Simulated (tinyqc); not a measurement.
Critical temperature from a phonon spectrum: McMillan, Allen-Dynes and the linearised Eliashberg equation: one step, computed by the program tinyqc.

alpha^2 F(omega) = sum_i (lambda_i omega_i/2) delta(omega - omega_i), so that lambda = 2 int alpha^2 F/omega d omega = sum_i lambda_i.

Question. The small kernel at the trial temperature. Linearised Eliashberg equation at omega_n = (2n + 1) pi k_B T, n = 0..N-1: lambda(j) = sum_i lambda_i omega_i^2/(omega_i^2 + (2 pi j k_B T)^2); K_mn = lambda(m - n) + lambda(m + n + 1) - 2 mu*(N) - delta_mn [2m + 1 + lambda(0) + 2 sum_(j=1..m) lambda(j)], with 1/mu*(N) = 1/mu* + ln(omega_rms/omega_N), omega_N = (2N + 1) pi k_B T. T_c is where the largest eigenvalue rho of K is zero.

Inputs (values chosen for the exercise, for a model metal):

| quantity | value | unit |
|---|---|---|
| peak energy omega_1 | 24.7 | meV |
| coupling lambda_1 | 1.09 | - |
| peak energy omega_2 | 66.5 | meV |
| coupling lambda_2 | 0.663 | - |
| Coulomb pseudopotential mu* | 0.15 | - |
| trial temperature | 53.3 | K |
| Matsubara points N in the small matrix | 3 | - |

Peaks in alpha^2 F: two.

omega_rms = 45.29771 meV

Constants: k_B = 8.617333262e-05 eV/K.

Give: lambda(j), j = 0, 1, ...; mu*(N); K.

Answer.

lambda(j), j = 0, 1, ...: 1.7530  1.0188  0.5469  0.3281  0.2129  0.1472

mu*(N) = 0.17051

K:
```
         1        2        3
1  -0.3222   1.2246   0.5339
2   1.2246  -5.0506   0.8907
3   0.5339   0.8907  -8.3252
```
